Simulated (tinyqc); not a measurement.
# MOSFET in the linear regime without short-channel effects, parameter extraction from computed curves, step by step

Program tinyqc, `OMP_NUM_THREADS=1 python tinyqc.py 2210087 2210088 out.jsonl`; Intel Xeon 2.30GHz, shared host, one thread, about 0.01 s. Printed values are rounded.

Inversion charge Q = Cox n Vt W0(exp((Vg - VT)/(n Vt))), W0 the Lambert function and n = nf; u = Q/Cox; mobility mu = mu0/(1 + th1 u + th2 u^2); channel resistance Rch = (L - dL)/(W mu Q); Id = Vd/(Rch + Rsd/W). Cox = eps0 eox/tox. Small Vd, no channel-length or drain effects.

Values chosen for this exercise; channel values of the order met in silicon transistors:
```
symbol,value,unit,meaning
T,300,K,temperature
eox,3.9,,relative permittivity of the gate insulator (close to silicon dioxide)
tox,4.9,nm,insulator thickness
mu0,300,cm^2/(V s),low-field mobility
th1,0.53,1/V,first mobility attenuation factor
th2,0,1/V^2,second mobility attenuation factor
VT,0.55,V,threshold voltage
nf,1.44,,body factor
W,1,um,gate width
L,0.17,um,drawn gate length
dL,0.019,um,drawn less effective length
Rsd,87,ohm um,source plus drain resistance
Vd,0.02,V,drain voltage
```

Constants: q = 1.602176634e-19 C, kB = 1.380649e-23 J/K, Vt = kB T/q, eps0 = 8.8541878128e-14 F/cm where lengths are in cm. Results are converted to the units shown.

## Transfer curve

Vg, point 0 to 9 (V): 0.39  0.47  0.55  0.63  0.71  0.79  0.87  0.95  1.03  1.11

u, mu, Rch and Id as defined.

```
point       u (V)  mu (cm^2/(V s))  Rch (ohm)    Id (uA)
0      4.99397e-4          299.921  1.43056e6  0.0139796
1      0.00390815          299.380  1.83133e5   0.109159
2       0.0211130          296.680    34207.5   0.583183
3       0.0613829          290.548    12014.2    1.65273
4        0.117281          282.444    6468.47    3.05089
5        0.181105          273.726    4322.27    4.53590
6        0.249220          264.997    3244.40    6.00348
7        0.319923          256.507    2611.05    7.41276
8        0.392328          248.358    2199.03    8.74877
9        0.465928          240.589    1911.46    10.0077
```

## Threshold and mobility at the peak transconductance

gm_i = (Id_(i+1) - Id_(i-1))/(Vg_(i+1) - Vg_(i-1)); at the point j of largest gm the tangent meets the axis at V_ext = Vg_j - Id_j/gm_j; field-effect mobility gm_j L/(W Cox Vd) with the drawn L.

gm, point 1 to 8 (uS): 3.55752  9.64730  15.4232  18.0198  18.4537  17.9804  17.1581  16.2183
j = 5
V_ext = 0.544201 V
field-effect mobility = 222.579 cm^2/(V s)

V_ext is 5.8 mV below the model VT, and the mobility so found is 34 % below mu0 L/(L - dL) = 338 cm^2/(V s), the value for the drawn L; attenuation, series resistance and the slow approach of Q to a straight line all lower the peak gm.

## The Y function

Y_i = Id_i/sqrt(gm_i). For Id = beta Vd x/(1 + th x), x = Vg - VT, Y = sqrt(beta Vd) x whatever th. Slope s from points 5 and 8; VT_Y = Vg - Y/s at point 8; beta = s^2/Vd; mobility beta L/(W Cox) with the drawn L; th* = (beta Vd x/Id - 1)/x at point 8.

Y, point 1 to 8 (uA^0.5 V^0.5): 0.0578741  0.187760  0.420838  0.718706  1.05590  1.41580  1.78956  2.17243
s = 4.65220 uA^0.5 V^-0.5
VT_Y = 0.563033 V
beta = 1082.15 uA/V^2
mobility from Y = 261.047 cm^2/(V s)
th* = 0.332352 1/V

The mobility from Y is 23 % below mu0 L/(L - dL) = 338 cm^2/(V s), which it should reach in deep inversion when th2 = 0. th* compares with th1 + mu0 Cox Rsd/(L - dL) = 0.652 1/V, since series resistance enters like th1. The match is poor here: at these overdrives Q is not yet a straight line in Vg.
